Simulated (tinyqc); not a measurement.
Equilibrium crystal shape, supported particles, Gibbs-Thomson effect and coarsening: one step, computed by the program tinyqc. Command: `OMP_NUM_THREADS=1 python tinyqc.py 3026213 3026214 out.jsonl wulff walk`. One thread of a shared host (Intel(R) Xeon(R) Processor @ 2.30GHz), about 0.04 s of CPU time with the checks.

A cubic crystal bounded by {100}, {110} and {111} facets only.

Question. Gibbs-Thomson solubility and coarsening. Spherical precipitates of nearly pure solute with atomic volume Omega: x(r) = x_inf exp(l/r), l = 2 gamma_i Omega/(k_B T). Diffusion-limited coarsening at small volume fraction (Lifshitz-Slyozov-Wagner): r^3 = r0^3 + K t, K = (4/9) D x_inf l; the number density falls as (r0/r)^3. The steady size distribution is assumed from the start, and D and x_inf are inputs that do not follow T.

Inputs (values chosen for the exercise, for a model cubic crystal):
```
quantity                                value   unit
temperature T                             775      K
precipitate interface energy gamma_i     0.58  J/m^2
solubility x_inf at a flat interface  6.2e-05      -
diffusivity D                         1.6e-20  m^2/s
mean radius at the start r0               5.8     nm
time t                                   2600      s
```

Omega = 20.02 angstrom^3

Constants: k_B = 1.380649e-23 J/K.

Give: capillary length l; x(r0)/x_inf; rate constant K; mean radius at t; number density over its start.

Answer.

capillary length l = 2.170 nm

x(r0)/x_inf = 1.454

rate constant K = 9.569e-07 nm^3/s

mean radius at t = 5.800 nm

number density over its start = 1.0000

The time to double the radius is 7 r0^3/K = 1.4e9 s; t is 1.8e-6 times that. Caution: l is not small against r0, so the linearised Gibbs-Thomson law behind the coarsening rate is rough.
